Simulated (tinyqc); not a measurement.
Quantum-well laser, gain and threshold: effect of the internal loss.

One electron and one heavy-hole subband per well, parabolic, with equal sheet densities n of electrons and holes; k-conserving transitions, TE polarisation, no line broadening, so the gain starts as a step at E0 and peaks there. All wells are pumped alike.

Nc = me kB T/(pi hbar^2), Nv = mh kB T/(pi hbar^2), mr = me mh/(me + mh) in m0, g0(E) = q^2 Ep mr/(4 nr eps0 c hbar E Lw) (squared momentum element m0 Ep/4, joint density of states mr/(pi hbar^2 Lw) for both spins). Peak gain g(n) = g0(E0)[1 - exp(-n/Nc) - exp(-n/Nv)]. Mirror loss am = ln(1/(R1 R2))/(2 Lc); threshold gain gth = (ai + am)/(Nw Gw). nth solves g(n) = gth and ntr solves g(n) = 0. Jth = q Nw (A n + B n^2 + C n^3)/eta at n = nth, Ith = Jth Wd Lc; differential efficiency of both facets eta am/(ai + am).

Inputs (values chosen for the exercise); well values close to those of AlGaInP:
```
symbol,value,unit,meaning
T,350,K,temperature
E0,1.87,eV,lowest transition energy
me,0.112,m0,in-plane electron mass
mh,0.38,m0,in-plane hole mass
Ep,24.7,eV,Kane energy
nr,3.17,,refractive index
Lw,8,nm,well width
Nw,2,,number of wells
Gw,0.011,,optical confinement per well
Lc,250,um,cavity length
R1,0.3,,front reflectance
R2,0.95,,back reflectance
A,1.1e8,1/s,defect recombination coefficient
B,5.5e-5,cm^2/s,radiative coefficient per well
C,5.4e-18,cm^4/s,Auger coefficient per well
eta,0.76,,injection efficiency
Wd,5,um,stripe width
```

Constants: q = 1.602176634e-19 C, kB = 1.380649e-23 J/K, eps0 = 8.8541878128e-12 F/m, hbar = 1.054571817e-34 J s, m0 = 9.1093837015e-31 kg, c = 299792458 m/s. Results are converted to the units shown.

The same in every row: ntr (cm^-2) = 1.7025e12.

Result of one run:
```
gth (1/cm)  nth (cm^-2)  Jth (A/cm^2)  Ith (mA)  differential efficiency
2504.8        2.5238e12        301.35    3.7669                  0.34625
```

Which internal loss ai gave this result: 2, 12, 20, 30 or 40 1/cm?

ai = 30 1/cm.

The whole series:
```
ai (1/cm)  gth (1/cm)  nth (cm^-2)  Jth (A/cm^2)  Ith (mA)  differential efficiency
1              1186.6    2.0516e12        212.42    2.6553                  0.73089
2              1232.1    2.0663e12        214.92    2.6865                  0.70392
4              1323.0    2.0959e12        220.03    2.7503                  0.65555
8              1504.8    2.1563e12        230.66    2.8833                  0.57634
12             1686.6    2.2186e12        241.91    3.0238                  0.51421
20             2050.2    2.3489e12        266.40    3.3300                  0.42301
30             2504.8    2.5238e12        301.35    3.7669                  0.34625
40             2959.3    2.7136e12        342.12    4.2765                  0.29306
```

As ai goes from 1 to 40 1/cm, gth rises from 1190 to 2960 1/cm, Jth rises from 212 to 342 A/cm^2 and Ith rises from 2.66 to 4.28 mA.

Range of the model: The second hole subband, left out here, lies within about 2 Vt of the first in a well this wide.

Computed by the program tinyqc: `OMP_NUM_THREADS=1 python tinyqc.py 2840115 2840116 out.jsonl`, one thread of a shared Intel Xeon 2.30GHz, about 0.02 s for the whole run.
